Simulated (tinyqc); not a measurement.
# On-chip interconnect, size-dependent resistivity and RC delay, step by step

tinyqc, about 0.01 s, one thread, Intel Xeon 2.30GHz (shared host): `OMP_NUM_THREADS=1 python tinyqc.py 2100037 2100038 out.jsonl` Printed values are rounded.

A rectangular line between two neighbours and two ground planes. Surface and grain-boundary scattering are added to the bulk resistivity as corrections; capacitances are parallel-plate values without fringing; inductance is ignored.

Inputs (values chosen for the exercise); metal values close to those of cobalt: bulk resistivity rho0 = 6.18 uohm cm; bulk mean free path lam = 12.1 nm; specular share of surface scattering ps = 0.1; reflection coefficient of grain boundaries Rg = 0.31; grain size over the metal width gr = 1; drawn line width wd = 79 nm; aspect ratio, height over width AR = 2; liner on both walls and the bottom, not conducting tl = 0.5 nm; space to the neighbouring lines sp = 79 nm; dielectric height to the planes above and below hd = 120 nm; relative permittivity of the dielectric ek = 3.9; Miller factor of the neighbours Mf = 2; line length Lw = 62 um; driver resistance Rd = 490 ohm; load capacitance Cl = 1.5 fF; time step dt = 5 ps.

Constants: eps0 = 8.8541878128e-12 F/m. Results are converted to the units shown.

## Resistivity, resistance and capacitance per length

Metal width x = wd - 2 tl, height y = AR wd - tl; grain boundaries (Mayadas-Shatzkes): al = (lam/(gr x)) Rg/(1 - Rg), g = 1/[1 - 3 al/2 + 3 al^2 - 3 al^3 ln(1 + 1/al)] - 1; surfaces (Fuchs-Sondheimer, thick limit): s = (3/8) lam (1 - ps)(1/x + 1/y); rho = rho0 (1 + g + s); r = rho/(x y); c = eps0 ek (2 wd/hd + 2 Mf AR wd/sp).

x = 78 nm
y = 157.5 nm
al = 0.06969528
g = 0.1022251
s = 0.07828434
rho = 7.295548 uohm cm
r = 5.938582 ohm/um
c = 0.3217169 fF/um

rho is 1.18 times the bulk value; grain boundaries add more (0.102 against 0.0783). The liner takes 1.58 % of the cross-section.

## Ladder and Elmore delays

6 equal pi sections: series Rs = r Lw/6; node capacitances c Lw/6, halved at nodes 0 and 6, with Cl added to node 6; Rd feeds node 0. Elmore delay of node k: the sum, over the resistors on the path to k, of resistance times all capacitance downstream of it.

Rs = 61.36535 ohm

```
node,C (fF),Elmore delay (ps)
0,1.662204,10.50876
1,3.324408,11.72283
2,3.324408,12.73289
3,3.324408,13.53895
4,3.324408,14.14101
5,3.324408,14.53906
6,3.162204,14.73311
```

The far-end value equals Rd (c Lw + Cl) + r Lw (c Lw/2 + Cl) for any number of pi sections; the line resistance contributes 28.7 % of it.

## Step 1: node voltages after a time step

```
node,v at t = 0 (V)
0,0
1,0
2,0
3,0
4,0
5,0
6,0
```

A 1 V step is applied behind Rd at t = 0. C dv/dt = -G v + b, with G the conductance matrix of the ladder (1/Rs between neighbours, 1/Rd added at node 0) and b = (1 V/Rd, 0, ...). Backward Euler step: (C/dt + G) v(new) = (C/dt) v + b.

```
node,v at t = 1 dt (V)
0,0.4171382
1,0.3526531
2,0.3025564
3,0.2648042
4,0.2378563
5,0.2206130
6,0.2123709
```

## Step 2: node voltages after a time step

As before.

```
node,v at t = 2 dt (V)
0,0.5869327
1,0.5386659
2,0.4979886
3,0.4652851
4,0.4407613
5,0.4245161
6,0.4165904
```

## Course in time

A 1 V step is applied behind Rd at t = 0. C dv/dt = -G v + b, with G the conductance matrix of the ladder (1/Rs between neighbours, 1/Rd added at node 0) and b = (1 V/Rd, 0, ...). Backward Euler step: (C/dt + G) v(new) = (C/dt) v + b. The last column solves the same ladder exactly by its modes.

Voltages (V):
```
t (ps),node 0,node 3,node 6,"node 6, exact"
5.000,0.4171,0.2648,0.2124,0.2405
10.00,0.5869,0.4653,0.4166,0.4761
15.00,0.7002,0.6104,0.5734,0.6387
20.00,0.7816,0.7160,0.6888,0.7508
25.00,0.8408,0.7929,0.7731,0.8281
30.00,0.8839,0.8490,0.8345,0.8815
35.00,0.9154,0.8899,0.8794,0.9183
40.00,0.9383,0.9198,0.9120,0.9436
45.00,0.9550,0.9415,0.9359,0.9611
50.00,0.9672,0.9573,0.9532,0.9732
55.00,0.9761,0.9689,0.9659,0.9815
60.00,0.9826,0.9773,0.9751,0.9872
```

The far end of the ladder reaches 0.5 V at 10.63 ps, 0.721 of its Elmore delay (ln 2 = 0.693 for a single pole); the slowest mode has a time constant of 13.46 ps. The largest error of the backward Euler steps at that node is 65 mV.
